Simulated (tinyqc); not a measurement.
Comparisons within one model: valley splitting of a silicon quantum well in envelope theory. A value that a table varies takes the place of the one given here.

The well lies at 0 < z < L; U(z) = V0 [1/(1 + exp(z/w)) + 1/(1 + exp((L - z)/w))] - e F z, 1 mV/nm = 1e-4 eV/angstrom. The envelope psi solves -(c/ml) psi'' + U psi = E psi, c = hbar^2/2m0, by three-point differences on a grid of 0.1 angstrom from -40 to L + 40 angstrom. The two valleys at +/- k0 couple through D = C0 times the integral of exp(-i q z) U(z) psi^2, q = 2 k0 (2 pi/a), and split by Ev = 2|D|.

Random alloy: with Y(z) = Yw + (Yb - Yw) B(z), B the bracket in U, and in-plane density exp(-r^2/ad^2)/(pi ad^2), D gains a random complex part of variance sigma^2 = (C0^2/pi)(a^2 V0/(8 ad (Yb - Yw)))^2 (4/a) times the integral of psi^4 Y (1 - Y). Alone it gives a mean splitting sqrt(pi) sigma; together with the smooth part the rms splitting is 2 sqrt(|D|^2 + sigma^2).

Constants: hbar^2/2m0 = 3.80998211 eV angstrom^2.

Parameters, chosen for this exercise (near those of a strained Si well in SiGe; not measured data):
```
symbol  value                                           unit      meaning
L       32                                              angstrom  well width
V0      0.18                                            eV        conduction offset
ml      0.914                                           m0        mass along z
F       3.6                                             mV/nm     field pressing towards the upper interface
k0      0.848                                           2 pi/a    valley position
a       5.431                                           angstrom  lattice constant
C0      0.245                                                     Bloch overlap factor
Yb      0.26                                                      Ge share of the barrier
Yw      0.02                                                      Ge share of the well
ad      140                                             angstrom  dot radius
ws      (0.3, 0.6, 0.9, 1.5, 2.2, 2.7, 4.8)             angstrom  interface widths
Ls      (32, 33.4, 34.7, 36.1, 37.4, 38.8, 40.1, 41.5)  angstrom  widths in steps of one atomic layer, a/4, rounded to the grid
F2      0.5                                             mV/nm     second field, zero or weak
w1      0.8                                             angstrom  interface width for this table
w       1.1                                             angstrom  interface width parameter
```

## Sharpness of the interface

The smooth part 2|D| and the disorder part against w, beside y/sinh(y) with y = pi q w. The 12 to 88 % width of the step is 4w.

Results:
```
w (angstrom),4w (angstrom),2|D| (micro-eV),y/sinh(y),sqrt(pi) sigma (micro-eV)
0.3,1.2,137.87,0.60,110.7
0.6,2.4,71.51,0.18,111.4
0.9,3.6,23.19,0.043,112.5
1.5,6.0,1.24,0.0018,116.1
2.2,8.8,0.02,3.5e-05,123.1
2.7,10.8,0.00,2.0e-06,129.9
4.8,19.2,0.00,8.4e-12,168.0
```

The smooth part needs a Fourier component of U psi^2 at a wavelength of 3.20 angstrom; from the first row to the third it falls by a factor 5.95, while y/sinh(y) falls by 13.8 (the envelope near the step and the phase between the two interfaces change too). The disorder part goes from 110.7 to 168.0 micro-eV, growing as the electron overlaps more alloy. It takes over between w = 0.3 and 0.6 angstrom, that is a step 1.2 to 2.4 angstrom wide, with 1.36 angstrom to an atomic layer.

## Adding atomic layers

The smooth splitting Ev = 2|D| with w = w1, at the field F2 and at F.

Results:
```
L (angstrom),q L mod 2 pi,Ev at F2 (micro-eV),Ev at F (micro-eV)
32.0,6.24,34.4,35.0
33.4,2.70,15.2,16.6
34.7,5.25,34.6,35.1
36.1,1.72,3.00,7.26
37.4,4.27,27.0,27.6
38.8,0.73,14.9,16.2
40.1,3.28,15.6,16.8
41.5,6.03,20.1,20.9
```

At F2 the splitting swings between 3 and 34.6 micro-eV, a ratio of 11.5, as the two interfaces add with the phase q L, which advances on average by 2.66 rad a layer. At F the ratio is 4.83, where in the first row psi^2 at the upper interface is 1.38 times that at the lower one.

## What each parameter does

Orbital spacing, psi^2 at z = L, the smooth splitting and sigma; V0 is held fixed when Yw changes. Each row changes one parameter from the base and keeps the others.

Results:
```
case,E2 - E1 (meV),psi^2(L) (1e-3/angstrom),2|D| (micro-eV),sigma (micro-eV)
base,68.93,6.799,9.44,64.0
ad = 180 angstrom,68.93,6.799,9.44,49.8
Yw = 0.05,68.93,6.799,9.44,111.6
L = 38 angstrom,54.31,4.837,6.47,59.4
V0 = 0.225 eV,74.42,5.689,10.70,80.9
w = 1.43 angstrom,69.91,6.640,1.81,65.2
F = 5.4 mV/nm,69.03,7.328,9.56,64.2
k0 = 0.828 2 pi/a,68.93,6.799,10.25,64.0
C0 = 0.294,68.93,6.799,11.33,76.8
```

The largest shifts from the base row, up to three for each result and ties (the steps differ in size, so this ranks the rows, not the parameters). E2 - E1 (meV): L -14.62, V0 +5.48, w +0.97; unchanged at the printed digits by ad, Yw, k0 and C0. psi^2(L) (1e-3/angstrom): L -1.962, V0 -1.110, F +0.529; unchanged at the printed digits by ad, Yw, k0 and C0. 2|D| (micro-eV): w -7.64, L -2.98, C0 +1.89; unchanged at the printed digits by ad and Yw. sigma (micro-eV): Yw +47.5, V0 +16.8, ad -14.2; unchanged at the printed digits by k0.

tinyqc: `OMP_NUM_THREADS=1 python tinyqc.py 1250599 1250600 out.jsonl`; about 0.05 s, one thread, shared Intel(R) Xeon(R) Processor @ 2.30GHz.
